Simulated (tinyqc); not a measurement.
Rapid thermal processing of a wafer: radiative balance, ramp and cooling, pattern effects, pyrometer error and spike budget. Changing the process temperature. Computed by tinyqc, a small Python program. Command: `OMP_NUM_THREADS=1 python tinyqc.py 3113736 3113737 out.jsonl rtp sweep`. One thread of a shared host (Intel(R) Xeon(R) Processor @ 2.30GHz), about 0.08 s of CPU time with the checks.

The wafer is opaque and uniform through its thickness unless said otherwise; temperatures in formulas are in kelvin (C + 273.15). sigma = 5.670374419e-12 W/(cm^2 K^4).

Inputs (values chosen for the exercise, modelled on a hot silicon wafer):
```
quantity                                              value         unit
wafer thickness d                                       625   micrometre
heat capacity per volume C                             2.13   J/(cm^3 K)
thermal conductivity k                                 0.22     W/(cm K)
emissivity eps of each face                             0.6            -
reflectivity of the chamber walls r                     0.7            -
gas heat-transfer coefficient h, both faces together    2.7  mW/(cm^2 K)
wall temperature T_w                                    700            K
starting temperature                                    550            C
ramp rate                                                26          K/s
activation energy of the process E_a                   3.66           eV
```

Constants: k_B = 8.617333262e-05 eV/K.

Method:
- Effective emissivity between parallel grey plates: eps_eff = 1/(1/eps + 1/(1 - r) - 1). Loss per area q(T) = 2 eps_eff sigma (T^4 - T_w^4) + h (T - T_w).
- Absorbed power during a ramp = q(T) + C d x ramp rate; thermal time constant tau = C d/(dq/dT), dq/dT = 8 eps_eff sigma T^3 + h; natural cooling rate q/(C d); front-to-back difference under one-sided heating at the end of the ramp = (absorbed power) d/(2 k).
- Cooling with the lamps off: C d dT/dt = -q(T), integrated adaptively (relative tolerance 1e-10).
- Spike anneal: linear ramp to the peak, then lamps off. Equivalent time at the peak = int exp(-(E_a/k_B)(1/T - 1/T_peak)) dt; estimate (k_B T^2/E_a)(1/ramp rate + 1/cooling rate). The ramp part uses 4000 trapezoid steps, the cooling part 4000 steps over 4 tau.
- Time within 50 K of the peak from the same curves.

One run for each value; columns: (1) process temperature (C); (2) holding power q (W/cm^2); (3) time constant tau (s); (4) natural cooling rate (K/s); (5) equivalent time, total (s):
```
(1)      (2)     (3)     (4)     (5)
620    1.645  12.349   12.36  2.3505
710    2.733   9.878   20.53  2.0281
800    4.087   7.964   30.70  1.9351
890    5.759   6.479   43.26  1.9457
980    7.805   5.321   58.63  2.0152
1070  10.283   4.411   77.24  2.1244
1160  13.259   3.689   99.60  2.2637
1250  16.802   3.112  126.21  2.4275
```

Over the rows, holding power q (W/cm^2) rises from 1.64 to 16.8; time constant tau (s) falls from 12.3 to 3.11; natural cooling rate (K/s) rises from 12.4 to 126.

Extremes, crossings and ranges named in words are read from the listed rows.
